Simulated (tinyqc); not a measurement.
Arrhenius plot from several rate windows.

Emission rate en = sn vth(T) Nc(T) exp(-Et/kB T) = sn g T^2 exp(-Et/kB T), g = vth Nc/(300 K)^2, as vth goes as T^0.5 and Nc as T^1.5 (degeneracy factor 1). Each window ew gives the temperature where en = ew.

Inputs (values chosen for the exercise); material values close to those of germanium:
```
symbol,value,unit,meaning
Nc,1.04e19,cm^-3,conduction-band density of states at 300 K
vth,3.4e7,cm/s,thermal velocity at 300 K
Et,0.26,eV,depth of the trap below the conduction edge
sn,1.4e-17,cm^2,capture cross-section
```

Constants: q = 1.602176634e-19 C, kB = 1.380649e-23 J/K. Results are converted to the units shown.

Results:
```
ew (1/s),T peak (K),q/kB T (1/eV),ln(ew/T^2),ln ew
1.7,148.0,78.38,-9.464,0.5306
5.1,155.7,74.54,-8.466,1.629
15,163.9,70.79,-7.491,2.708
47,173.6,66.84,-6.464,3.850
140,183.9,63.09,-5.488,4.942
430,195.8,59.25,-4.491,6.064
3900,224.0,51.81,-2.555,8.269
```

Estimate the missing row, ew = 1300 1/s.

Computed row:
```
ew (1/s),T peak (K),q/kB T (1/eV),ln(ew/T^2),ln ew
1300,209.1,55.50,-3.515,7.170
```

With this row back in the table: The peak rises from 148 to 224 K. ln(ew/T^2) against q/kB T is a straight line of slope -0.2600 eV, the trap depth. Its intercept gives sn = 1.40e-17 cm^2. Leaving out the T^2 gives 0.2912 eV, too high by about 2 kB T.

Program tinyqc, `OMP_NUM_THREADS=1 python tinyqc.py 2050080 2050081 out.jsonl`; Intel Xeon 2.30GHz, shared host, one thread, about 0.01 s.
